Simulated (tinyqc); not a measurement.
Worked calculation: global model of a low-pressure process discharge: electron temperature, density, ion flux and ion energy. Computed by tinyqc, a small Python program that keeps every step. Command: `OMP_NUM_THREADS=1 python tinyqc.py 3111544 3111545 out.jsonl plasma walk`. One thread of a shared host (Intel(R) Xeon(R) Processor @ 2.30GHz), about 0.01 s of CPU time with the checks. Intermediate numbers are printed to about 5 digits and carried at full precision; extremes and crossings named in words are read from the listed rows.

Maxwellian electrons with temperature T_e in eV, one positive ion, no negative ions, uniform bulk density n; rate constants have the Arrhenius form.

Inputs (values chosen for the exercise, of the order of those of an inductive discharge in a simple atomic gas):

| quantity | value | unit |
|---|---|---|
| ion mass M | 19 | u |
| ionisation prefactor K0 | 3.2e-14 | m^3/s |
| ionisation energy E_iz | 16.4 | eV |
| excitation prefactor X0 | 1.1e-14 | m^3/s |
| excitation energy E_ex | 10 | eV |
| elastic rate constant K_el | 1.4e-13 | m^3/s |
| ion-neutral cross section | 6.4e-19 | m^2 |
| pressure p | 1.2 | Pa |
| gas temperature T_g | 300 | K |
| radius R | 24 | cm |
| height L | 11 | cm |
| absorbed power P | 2100 | W |
| bias power P_b | 34 | W |
| radius of the biased electrode | 15 | cm |
| bias frequency | 27 | MHz |
| mixing | 0.2 | - |

Constants: k_B = 1.380649e-23 J/K; e = 1.602176634e-19 C; u = 1.6605390666e-27 kg; m_0 = 9.1093837015e-31 kg; eps_0 = 8.8541878128e-12 F/m.

## Geometry factors

n_g = p/(k_B T_g); lambda_i = 1/(n_g sigma); h_L = 0.86/sqrt(3 + L/(2 lambda_i)), h_R = 0.8/sqrt(4 + R/lambda_i); A_eff = 2 pi R^2 h_L + 2 pi R L h_R; d_eff = pi R^2 L/A_eff.

gas density n_g = 2.8972e+20 1/m^3

ion mean free path = 0.53932 cm

h_L = 0.23672

h_R = 0.11487

A_eff = 1047.3 cm^2

d_eff = 19.007 cm

## A fixed-point cycle for T_e

Particle balance: K0 exp(-E_iz/T_e) n_g d_eff = u_B, u_B = sqrt(e T_e/M). Cycle: T_out = T sqrt(loss/creation) with loss/creation = u_B/(K0 exp(-E_iz/T) n_g d_eff); T -> T + mixing (T_out - T), kept between 0.3 and 60 eV, from 3 eV; stop at |T_out - T| < 1e-9 eV or after 60 steps.

Course:

| step | T (eV) | T_out (eV) | residual (eV) |
|---|---|---|---|
| 0 | 3.0000 | 2.1721 | -8.2787e-01 |
| 1 | 2.8344 | 2.3736 | -4.6082e-01 |
| 2 | 2.7423 | 2.5101 | -2.3217e-01 |
| 3 | 2.6958 | 2.5869 | -1.0888e-01 |
| 4 | 2.6741 | 2.6251 | -4.8975e-02 |
| 5 | 2.6643 | 2.6427 | -2.1568e-02 |
| 6 | 2.6599 | 2.6505 | -9.4052e-03 |
| ... | ... | ... | ... |
| 20 | 2.6566 | 2.6566 | -7.6252e-08 |
| 21 | 2.6566 | 2.6566 | -3.2992e-08 |
| 22 | 2.6566 | 2.6566 | -1.4275e-08 |
| 23 | 2.6566 | 2.6566 | -6.1764e-09 |
| 24 | 2.6566 | 2.6566 | -2.6724e-09 |
| 25 | 2.6566 | 2.6566 | -1.1563e-09 |
| 26 | 2.6566 | 2.6566 | -5.0028e-10 |

last residual = 5.0028e-10 eV

Converged in 27 steps.

## Electron temperature

Root found by bracketing.

T_e = 2.6566 eV

Bohm velocity u_B = 3673.0 m/s

K_iz = 6.6702e-17 m^3/s

## Energy per pair and density

E_c = E_iz + (X0 exp(-E_ex/T_e) E_ex + K_el (3 m_0/M) T_e)/K_iz; wall potential V_s = (T_e/2) ln(M/(2 pi m_0)); E_T = E_c + 2 T_e + T_e/2 + V_s; n = P/(e u_B A_eff E_T); ion current density J = e h_L n u_B; ionised share n/n_g.

collisional loss per pair E_c = 55.121 eV

wall potential V_s = 11.443 V

E_T = 73.205 eV

plasma density n = 4.6546e+11 1/cm^3

ion current density J = 6.4842 mA/cm^2

ionised share = 0.0016066

Collisions take 75 % of the power and the walls the rest. T_e came from the particle balance alone; the power sets only n.

## Biased electrode

All bias power goes to ions: V_b = P_b/(J pi r^2). Debye length at the sheath edge lambda_D = sqrt(eps_0 T_e/(e h_L n)); Child-law sheath s = (sqrt2/3) lambda_D (2 V/T_e)^(3/4), V = V_b + V_s; ion transit time tau_i = 3 s sqrt(M/(2 e V)); collisions in the sheath s/lambda_i.

bias voltage V_b = 7.4180 V

lambda_D = 36.502 micrometre

sheath width s = 0.12587 mm

ion transit time = 27.282 ns

transit time over bias period = 0.73662

s/lambda_i = 0.023338

The sheath is nearly free of collisions.

## Pressure series at fixed power

n_g = p/(k_B T_g), lambda_i = 1/(n_g sigma), K_iz = K0 exp(-E_iz/T_e), h_L = 0.86/sqrt(3 + L/(2 lambda_i)), h_R = 0.8/sqrt(4 + R/lambda_i), A_eff = 2 pi R^2 h_L + 2 pi R L h_R and d_eff = pi R^2 L/A_eff follow p. E_c = E_iz + (X0 exp(-E_ex/T_e) E_ex + K_el (3 m_0/M) T_e)/K_iz; E_T = E_c + (5/2) T_e + (T_e/2) ln(M/(2 pi m_0)); n = P/(e u_B A_eff E_T); J = e h_L n u_B. Pressures without a root below 2 E_iz are left out.

Against pressure:

| p (Pa) | T_e (eV) | E_c (eV) | E_T (eV) | n (1/cm^3) | J (mA/cm^2) |
|---|---|---|---|---|---|
| 0.1 | 6.3763 | 25.81 | 69.22 | 1.6121e+11 | 6.4421 |
| 0.2 | 4.6234 | 30.18 | 61.66 | 2.3995e+11 | 7.3897 |
| 0.5 | 3.3723 | 39.50 | 62.45 | 3.5329e+11 | 7.4818 |
| 1.0 | 2.7813 | 51.11 | 70.04 | 4.4266e+11 | 6.7599 |
| 2.0 | 2.3573 | 69.26 | 85.31 | 5.2485e+11 | 5.5953 |
| 5.0 | 1.9563 | 110.22 | 123.54 | 6.0339e+11 | 3.8851 |
| 10.0 | 1.7320 | 163.28 | 175.07 | 6.3057e+11 | 2.7470 |
| 20.0 | 1.5537 | 250.44 | 261.02 | 6.2672e+11 | 1.8443 |

T_e falls from 6.38 to 1.55 eV, n changes by a factor 3.9 and J by 0.29; in J = P h_L/(A_eff E_T), E_T changes by a factor 3.77 and is least at 0.2 Pa, between wall losses at high T_e and excitation losses at low T_e.

Checks made by the program: cycle against bracketing (relative difference below 1e-10).
